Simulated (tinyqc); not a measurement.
# Slope factor and drain-induced lowering from three currents

Question. With source and body at 0 V, I = A exp((Vg + dd Vd)/(nf Vt)) (1 - exp(-Vd/Vt)). Find nf, the swing nf Vt ln 10 and dd.

Inputs (values chosen for the exercise): temperature T = 378 K.

Constants: q = 1.602176634e-19 C, kB = 1.380649e-23 J/K, Vt = kB T/q. Results are converted to the units shown.

currents at (Vg, Vd) = (0, 0.05), (0, 0.9) and (0.08, 0.9) V (nA/um): [0.73917684, 2.5129195, 15.927525]

Answer. The pair at equal Vd gives nf; the pair at equal Vg, after dividing out the factors 1 - exp(-Vd/Vt), gives dd.

nf = 1.330
swing = 99.75 mV/decade
dd = 0.05000

Computed by the program tinyqc: `OMP_NUM_THREADS=1 python tinyqc.py 2242160 2242161 out.jsonl`, one thread of a shared Intel Xeon 2.30GHz, about 0.05 s for the whole run.
